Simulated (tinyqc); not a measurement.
What moves the results: thin (001) film in sp3s* tight binding with raised dangling bonds. A value that a table varies takes the place of the one given here.

Planes alternate anion (a), cation (c) along [001], a/4 apart, starting with an anion; zero in-plane momentum; levels counted from the bulk Ev, the lower root of [[Epa, Vxx], [Vxx, Epc]]; no spin-orbit coupling. Block of s, pz, s*: from an anion to the cation above, Vss/2 (s,s), Vsapc/2 (s,z), -Vscpa/2 (z,s), Vxx/2 (z,z), Vxapc/2 (s*,z), -Vpaxc/2 (z,s*); to the cation below the same with the s-z and s*-z signs reversed. Block of u = (px + py)/sqrt2 and v = (px - py)/sqrt2: to the cation above (Vxx + Vxy)/2 for u and (Vxx - Vxy)/2 for v, to the cation below the reverse. Each surface atom has two dangling sp3 hybrids; raising both by dl adds (dl/2) [[1, t], [t, 1]] to its s, pz levels (t = -1 at the bottom face, +1 at the top) and dl to the one of u, v in whose plane the missing bonds lie (v for a bottom anion or a top cation, u for a top anion).

Values chosen for the exercise (near a published set for InAs, fitted to gaps, whose masses and valley positions are rough; shifted at random, so the results belong to these values and not to a real crystal):
```
symbol  value                                                                                         unit      meaning
p       (-9.464, 0.916, -2.731, 3.734, 7.388, 6.78, -5.645, 1.84, 4.483, 3.052, 5.412, 3.359, 3.938)  eV        order Esa, Epa, Esc, Epc, Exa, Exc, Vss, Vxx, Vxy, Vsapc, Vscpa, Vxapc, Vpaxc
Nw      25                                                                                                      planes in the thicker film
a       6.055                                                                                         angstrom  lattice constant
dp      30                                                                                            eV        value of dl for the passivated films
Ns      (7, 9, 13, 21, 27, 34, 45, 61)                                                                          numbers of planes
```

## States in the gap of a film

edges (eV): Gamma 0.46764, Delta 2.29800

Levels between 0 and the lower bulk edge, the largest weight on the two outer planes of both faces among them, and the nearest levels outside, for several shifts dl.

Film of Nw planes:
```
dl (eV),levels in the gap,at (eV),surface weight,next above (eV),next below (eV)
0,1,0.060,0.19,0.8660,-0.0518
1,1,0.161,0.21,0.9170,-0.0498
2,1,0.283,0.23,0.9801,-0.0489
3,2,"0.071, 0.412",0.25,1.0519,-0.0484
5,1,0.274,0.22,0.6312,-0.0479
10,0,-,-,0.4686,-0.0474
30,0,-,-,0.5739,-0.0470
100,0,-,-,0.6027,-0.0468
```

Can the levels of the bare film be read as confined subbands?

No: with bare surfaces (dl = 0) 1 level lies in the bulk gap, with up to 19 % of the weight on the four outer planes, two a face, where an even spread gives 16 %: a state drawn out of a band edge by the surface, no confined subband, which would lie outside the bulk gap. The reruns show the bulk gap clear from dl = 10 eV on, and at dl = 30 eV the next level above lies -28.8 meV from its value at 100 eV. At dl = 10 and 30 eV the next level above is more than 20 meV from its value at 100 eV, so the surface still acts on it.

## Gap against thickness

Passivated films (finite dp, so levels can still be some meV from their limit), thickness N a/4. Highest level below mid-gap (either block) and the two lowest above it. The exponents are -d ln(shift)/d ln N between the sixth and the last film, for the valence level and for the lowest conduction level.

Levels (eV):
```
N,thickness (angstrom),Ev1,Ec1,Ec2,gap
7,10.60,-0.3875,0.8869,2.1858,1.2744
9,13.62,-0.2652,0.7894,1.9228,1.0547
13,19.68,-0.1468,0.6852,1.5279,0.8320
21,31.79,-0.0643,0.5967,1.1137,0.6610
27,40.87,-0.0409,0.5651,0.9522,0.6059
34,51.47,-0.0252,0.5565,0.8530,0.5818
45,68.12,-0.0158,0.5214,0.7240,0.5372
61,92.34,-0.0088,0.5047,0.6378,0.5135
```

exponents: valence 1.79, conduction 1.50

The gap is 1.274 eV at 10.6 angstrom and 0.514 eV at 92.3, against 0.468 eV in the bulk along this line. At 21 planes the conduction side gives 129 meV of the widening and the valence side 64 meV. A hard-walled parabolic band has exponent 2; departures come from the offset between N a/4 and the effective width, from non-parabolicity and from the termination (odd and even N end differently: in the direction of the bond rows at the two faces and, in a compound, in the kind of atom), which also makes single steps in N uneven. Ec1 is the Gamma subband.

## What each change does

A film of Nw planes with shift dp: highest level below mid-gap (half the lower bulk edge) and the two lowest above. Each row changes one parameter from the base and keeps the others.

Results:
```
case,Ev1 (eV),Ec1 (eV),Ec2 (eV)
base,-0.0470,0.5739,0.9978
Nw = 26,-0.0407,0.5892,0.9957
dp = 60 eV,-0.0469,0.5949,1.0236
```

The largest shifts from the base row, up to three for each result and ties (the steps differ in size, so this ranks the rows, not the parameters). Ev1 (eV): Nw +0.0063, dp +0.0001. Ec1 (eV): dp +0.0210, Nw +0.0153. Ec2 (eV): dp +0.0258, Nw -0.0021. An odd change of Nw also changes which atoms end the film, so levels need not move as thickness alone would move them; the row for dp shows how far the passivation is from converged.

(tinyqc, `OMP_NUM_THREADS=1 python tinyqc.py 1450691 1450692 out.jsonl`, Intel(R) Xeon(R) Processor @ 2.30GHz, 1 thread, shared host, about 0.4 s.)
